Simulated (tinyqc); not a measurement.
Comparisons within one model: shallow acceptor in the spherical four-band model. A value that a table varies takes the place of the one given here.

The ground state 1S3/2 has an L = 0 part f(r) and an L = 2 part g(r). In units of Ry* and a*, with Gaussians f_i = exp(-a_i r^2), g_i = r^2 exp(-a_i r^2), A = a_i + a_j and I(n) = Gamma((n + 1)/2)/(2 A^((n + 1)/2)): S_ff = I(2), S_gg = I(6), H_ff = (6 a_i a_j/A) I(2) - 2 I(1), H_gg = (14 a_i a_j/A) I(6) - 2 I(5), H_fg = -mu [15 I(2) - 20 a_j I(4) + 4 a_j^2 I(6)]; each function is then normalised. The split-off band is left out.

Converged values use 22 exponents 2.2^i, i = -7 to 14, for f and for g.

Units Ry* = Ry/(g1 eps^2) and a* = a0 eps g1; mu = (6 g3 + 4 g2)/(5 g1) is the spherical heavy-light coupling and delta = (g3 - g2)/g1 the cubic term, which is left out.

Constants: Ry = 13.60569312 eV; a0 (Bohr radius) = 0.5291772105 angstrom.

Parameters, chosen for this exercise (near those of a shallow acceptor in GaP, where the small spin-orbit splitting and strong warping make this model rough; the results hold for these values, not for the real material):
```
symbol  value                                       unit      meaning
mus     (0.11, 0.34, 0.53, 0.62, 0.72, 0.85, 0.89)            couplings
rc      1.8                                         angstrom  radius of the central cell
Vs      (2, 0, -0.5, -1.5, -2.5, -3.5)              eV        central-cell strengths
g1      4.03                                                  Luttinger gamma1
g2      0.49                                                  gamma2
g3      1.26                                                  gamma3
eps     11.6                                                  dielectric constant
```

## Strength of the heavy-light coupling

Ry* = 25.0899 meV

Converged values in Ry* and a*; the heavy-mass hydrogen model gives 1/(1 - mu).

Results:
```
mu    binding (Ry*)  1/(1 - mu)  ratio  L = 2 weight  <r> (a*)  binding (meV)
0.11          1.011       1.124  0.900         0.005     1.486           25.4
0.34          1.117       1.515  0.737         0.050     1.366           28.0
0.53          1.350       2.128  0.634         0.124     1.160           33.9
0.62          1.558       2.632  0.592         0.172     1.022           39.1
0.72          1.960       3.571  0.549         0.237     0.832           49.2
0.85          3.309       6.667  0.496         0.341     0.513           83.0
0.89          4.370       9.091  0.481         0.378     0.395          109.6
```

The binding starts as 1 + O(mu^2), 1.011 at mu = 0.11, since the coupling enters in second order, and reaches 4.37 at mu = 0.89. The ratio to the heavy-mass model falls from 0.90 to 0.48, towards about 0.44 as mu goes to 1: the bound hole is only partly heavy. The L = 2 weight grows to 0.38 and the radius shrinks by a factor 3.8.

## Central-cell correction

mu = 0.47246
a* = 24.738 angstrom

A short-range term V exp(-r^2/rc^2) is added (negative: attracts the hole); its elements are V S (A/(A + 1/rc^2))^(3/2) for f and ^(7/2) for g, in the same units.

Results:
```
V (eV)  1S binding (meV)  2S binding (meV)  <r> (angstrom)  L = 2 weight
2.0                 29.7              8.38            32.4         0.096
0.0                 31.5              8.62            30.5         0.098
-0.5                32.2              8.70            29.9         0.098
-1.5                33.8              8.89            28.5         0.099
-2.5                36.1              9.15            26.8         0.101
-3.5                39.5              9.51            24.6         0.103
```

From V = 0 to -3.5 eV the 1S binding grows by 7.9 meV (25 %) and the 2S binding by 0.89 meV, so the chemical shift sits mainly in the ground state. A repulsion of 2 eV removes 1.8 meV. The slope is 3.41 meV per eV over the last step against 0.92 on the repulsive side, since attraction pulls the state into the cell; over this range the level stays shallow.

## What each parameter does

Converged values. Each row changes one parameter from the base and keeps the others.

Results:
```
case           mu  Ry* (meV)  binding (meV)  <r> (angstrom)
base        0.472      25.09          31.55            30.5
g1 = 4.35   0.438      23.24          28.18            34.0
g2 = 0.42   0.459      25.09          31.08            30.9
g3 = 1.16   0.443      25.09          30.57            31.4
eps = 10.7  0.472      29.49          37.08            28.2
```

The largest shifts from the base row, up to three for each result and ties (the steps differ in size, so this ranks the rows, not the parameters). mu: g1 -0.035, g3 -0.030, g2 -0.014; unchanged at the printed digits by eps. Ry* (meV): eps +4.40, g1 -1.85; unchanged at the printed digits by g2 and g3. binding (meV): eps +5.53, g1 -3.37, g3 -0.98. <r> (angstrom): g1 +3.5, eps -2.4, g3 +0.8. g1 acts twice: it lowers Ry* and it lowers mu.

tinyqc: `OMP_NUM_THREADS=1 python tinyqc.py 1251785 1251786 out.jsonl`; about 0.04 s, one thread, shared Intel(R) Xeon(R) Processor @ 2.30GHz.
